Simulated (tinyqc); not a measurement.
Threshold-voltage variability of a planar MOSFET, analytic estimates: effect of the oxide-equivalent thickness in inversion.

Three independent sources add in quadrature: random dopants in the depleted layer, metal-gate grains of two orientations, and roughness of the two gate edges acting through the roll-off VT = VT(long) - Vr exp(-L/l). These are first-order estimates: no three-dimensional electrostatics, no percolation.

ni = sqrt(Nc Nv) exp(-Eg/(2 Vt)), Eg in volts; Cox = 3.9 eps0/ti; Wd = sqrt(4 eps0 eps_r Vt ln(Na/ni)/(q Na)); dopants: s1 = (q/Cox) sqrt(Na Wd/(3 L W)). Grains: Ng = L W/G^2 (at least 1), s2 = dW sqrt(p (1 - p)/Ng). Edges, with exponential correlation and u = W/La: the mean gate length has sL^2 = 2 De^2 (2/u)[1 - (1 - exp(-u))/u]; s3 = sL (Vr/l) exp(-L/l). s = sqrt(s1^2 + s2^2 + s3^2). l and Vr are held fixed.

Parameters, values chosen for the exercise; material values close to those of silicon: temperature T = 400 K; band gap Eg = 1.11 eV; relative permittivity of the semiconductor eps_r = 11.6; conduction-band density of states at T Nc = 4.39e19 cm^-3; valence-band density of states at T Nv = 4.08e19 cm^-3; channel doping Na = 8.7e17 cm^-3; gate length L = 45 nm; gate width W = 170 nm; metal grain size G = 4 nm; work-function difference of the two grain orientations dW = 0.2 eV; share of the orientation of higher work function p = 0.5; rms roughness of one gate edge De = 1 nm; correlation length of the roughness La = 10 nm; decay length of the threshold roll-off l = 7.6 nm; prefactor of the roll-off Vr = 2.3 V.

Constants: q = 1.602176634e-19 C, kB = 1.380649e-23 J/K, Vt = kB T/q, eps0 = 8.8541878128e-14 F/cm where lengths are in cm. Results are converted to the units shown.

The same in every row: s2 (mV) = 4.573; s3 (mV) = 0.3820.

Effect of the oxide-equivalent thickness in inversion:
```
ti (nm)	s1 (mV)	s (mV)	s sqrt(L W) (mV um)
0.8	4.290	6.282	0.5494
1.2	6.434	7.903	0.6913
1.6	8.579	9.729	0.8510
2	10.72	11.66	1.020
2.4	12.87	13.66	1.195
2.8	15.01	15.70	1.373
3.2	17.16	17.76	1.553
```

Read the table: what changes, and by how much?

As ti goes from 0.8 to 3.2 nm, s rises from 6.28 to 17.8 mV. The largest source is the grains in the first row and the dopants in the last. s1 goes on average as ti^(1.00).

Computed by the program tinyqc: `OMP_NUM_THREADS=1 python tinyqc.py 2090039 2090040 out.jsonl`, one thread of a shared Intel Xeon 2.30GHz, about 0.01 s for the whole run.
